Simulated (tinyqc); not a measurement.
Resistance of a source-drain extension with a graded tip: two steps of the calculation.

y runs along the channel, the gate covers y > 0. The doping is N0 for y < y0 and N0 10^(-(y - y0)/la) beyond, uniform over the depth xj. Sheet conductance s(y) = q mu(N) max(N - Nch, 0) xj + (for y > 0) ma Cox Vo, with mu(N) = u0 + (u1 - u0)/(1 + (N/Nr)^au) and Cox = eps0 eox/tox. Current is taken as one-dimensional; depletion of the tip, spreading and the contact are left out. The metallurgical junction lies at yj, where N = Nch.

Inputs (values chosen for the exercise); mobility law close to that of electrons in silicon: relative permittivity of the gate insulator (close to silicon dioxide) eox = 3.9; insulator thickness tox = 3.4 nm; active doping of the extension far from the gate N0 = 2.7e20 cm^-3; lateral abruptness la = 2.6 nm/decade; position under the gate where the fall begins (gate edge at 0) y0 = 3.9 nm; depth of the extension xj = 17 nm; channel doping Nch = 1.7e18 cm^-3; gate overdrive Vo = 0.63 V; mobility of the gate-induced layer ma = 180 cm^2/(V s); mobility at low doping u1 = 1414 cm^2/(V s); mobility at high doping u0 = 68.5 cm^2/(V s); reference doping Nr = 9.2e16 cm^-3; exponent au = 0.711; gate length Lg = 90 nm.

Constants: q = 1.602176634e-19 C, eps0 = 8.8541878128e-14 F/cm where lengths are in cm. Results are converted to the units shown.

Task 1. Sheet resistances and junction position. yj = y0 + la log10(N0/Nch); sheet resistance of the full extension 1/[q mu(N0)(N0 - Nch) xj] and of the gate-induced layer 1/(ma Cox Vo); metallurgical length Lg - 2 yj; ye is where the doped and the gate-induced conductances are equal.

Give: yj; sheet resistance of the extension; sheet resistance of the induced layer; metallurgical length; ye; N at ye.

Result 1.

yj = 9.622 nm
sheet resistance of the extension = 187.2 ohm/square
sheet resistance of the induced layer = 8683 ohm/square
metallurgical length = 70.76 nm
ye = 8.506 nm
N at ye = 4.570e18 cm^-3

The gate takes over 1.12 nm before the junction, where N is still 2.69 times the channel doping.

Task 2. Resistance of the overlapped part. Midpoint rule on 9 equal steps from 0 to yj: R_ov = sum h/s(y), per width.

Find: y; N; doped conductance; sheet resistance; R_ov.

Result 2.

| point | y (nm) | N (cm^-3) | doped conductance (uS) | sheet resistance (ohm/square) |
|---|---|---|---|---|
| 0 | 0.53458 | 2.7000e20 | 5341.3 | 183.27 |
| 1 | 1.6037 | 2.7000e20 | 5341.3 | 183.27 |
| 2 | 2.6729 | 2.7000e20 | 5341.3 | 183.27 |
| 3 | 3.7420 | 2.7000e20 | 5341.3 | 183.27 |
| 4 | 4.8112 | 1.2048e20 | 2479.0 | 385.48 |
| 5 | 5.8803 | 4.6741e19 | 1034.7 | 869.67 |
| 6 | 6.9495 | 1.8133e19 | 444.08 | 1788.1 |
| 7 | 8.0186 | 7.0351e18 | 185.16 | 3329.7 |
| 8 | 9.0878 | 2.7293e18 | 50.284 | 6043.9 |

R_ov = 14.059 ohm um

Numbers from tinyqc (`OMP_NUM_THREADS=1 python tinyqc.py 2282220 2282221 out.jsonl`; about 0.04 s on one thread of a shared Intel Xeon 2.30GHz).
